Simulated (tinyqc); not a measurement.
# Short-channel transistor, virtual-source model with series resistance, step by step

Computed by the program tinyqc: `OMP_NUM_THREADS=1 python tinyqc.py 2380053 2380054 out.jsonl`, one thread of a shared Intel Xeon 2.30GHz, about 0.01 s for the whole run. Printed values are rounded.

The current per gate width is the charge at the top of the source barrier (the virtual source) times its velocity times a saturation function; al and be are fitting constants of the model. Units: I in uA/um, Rs in ohm um, so I Rs = 1e-6 I Rs in volts; Q in uC/cm^2, so I = 1e-4 Q vx0 Fsat with vx0 in cm/s.

Values chosen for this exercise: temperature T = 300 K; inversion capacitance Cinv = 2.73 uF/cm^2; velocity at the virtual source vx0 = 5.77e6 cm/s; apparent mobility mu = 150 cm^2/(V s); channel length L = 130 nm; threshold at zero drain voltage VT0 = 0.299 V; drain-induced barrier lowering dl = 0.113 V/V; subthreshold factor n0 = 1.14; growth of n with drain voltage nd = 0 1/V; threshold shift (in units of Vt) from weak to strong inversion al = 3.5; sharpness of saturation be = 1.4; series resistance of each contact Rs = 70 ohm um; gate voltage Vgs = 0.5 V; drain voltage Vds = 0.25 V.

Constants: q = 1.602176634e-19 C, kB = 1.380649e-23 J/K, Vt = kB T/q. Results are converted to the units shown.

## Iteration 1: current through the series resistance

I at the start = 0 uA/um

Intrinsic voltages Vg' = Vgs - I Rs, Vd' = Vds - 2 I Rs. n = n0 + nd Vd', VT = VT0 - dl Vd', Ff = 1/(1 + exp((Vg' - VT + al Vt/2)/(al Vt))), Q = Cinv n Vt ln(1 + exp((Vg' - VT + al Vt Ff)/(n Vt))), Vdsat = (vx0 L/mu)(1 - Ff) + Vt Ff, Fsat = u/(1 + u^be)^(1/be) with u = Vd'/Vdsat, and I(out) = Q vx0 Fsat per width. (Fsat takes the sign of u.) I(new) = I + 0.3 (I(out) - I).

Vg' = 0.5 V
Vd' = 0.25 V
VT = 0.270750 V
Ff = 0.0459285
Q = 0.637227 uC/cm^2
Vdsat = 0.478287 V
Fsat = 0.410355
I(out) = 150.879 uA/um
I after iteration 1 = 45.2638 uA/um

## Iteration 2: current through the series resistance

As before.

Vg' = 0.496832 V
Vd' = 0.243663 V
VT = 0.271466 V
Ff = 0.0478468
Q = 0.627100 uC/cm^2
Vdsat = 0.477377 V
Fsat = 0.403430
I(out) = 145.976 uA/um
I after iteration 2 = 75.4773 uA/um

## Iteration 3: current through the series resistance

As before.

Vg' = 0.494717 V
Vd' = 0.239433 V
VT = 0.271944 V
Ff = 0.0491694
Q = 0.620351 uC/cm^2
Vdsat = 0.476750 V
Fsat = 0.398741
I(out) = 142.726 uA/um
I after iteration 3 = 95.6520 uA/um

## Course of the iteration: current through the series resistance

Stop when I changes by less than 1e-7 uA/um, or after 80 iterations.

Course of the iteration:

| iteration | I (uA/um) | \|change\| (uA/um) |
|---|---|---|
| 1 | 45.2638 | 45.3 |
| 2 | 75.4773 | 30.2 |
| 3 | 95.6520 | 20.2 |
| 4 | 109.127 | 13.5 |
| 5 | 118.128 | 9.00 |
| 6 | 124.141 | 6.01 |
| 7 | 128.159 | 4.02 |
| 8 | 130.844 | 2.68 |
| 9 | 132.638 | 1.79 |
| ... | ... | ... |
| 43 | 136.250 | 2.00e-6 |
| 44 | 136.250 | 1.34e-6 |
| 45 | 136.250 | 8.93e-7 |
| 46 | 136.250 | 5.97e-7 |
| 47 | 136.250 | 3.99e-7 |
| 48 | 136.250 | 2.67e-7 |
| 49 | 136.250 | 1.78e-7 |
| 50 | 136.250 | 1.19e-7 |
| 51 | 136.250 | 7.95e-8 |

Converged in 51 iterations. At the end each change is about 0.67 times the one before: linear convergence.

## What the series resistance costs

converged I = 136.250 uA/um
I0 = 150.879 uA/um

Intrinsic voltages Vg' = Vgs - I Rs, Vd' = Vds - 2 I Rs. n = n0 + nd Vd', VT = VT0 - dl Vd', Ff = 1/(1 + exp((Vg' - VT + al Vt/2)/(al Vt))), Q = Cinv n Vt ln(1 + exp((Vg' - VT + al Vt Ff)/(n Vt))), Vdsat = (vx0 L/mu)(1 - Ff) + Vt Ff, Fsat = u/(1 + u^be)^(1/be) with u = Vd'/Vdsat, and I = Q vx0 Fsat per width. I0 is the current for Rs = 0. Effective velocity I/Q; transit time L Q/I.

loss against I0 = 9.69592 %
effective velocity = 2.24538e6 cm/s
transit time = 5.78967 ps

The carriers leave the virtual source at 38.9 % of vx0: Vd' is not large against Vdsat.
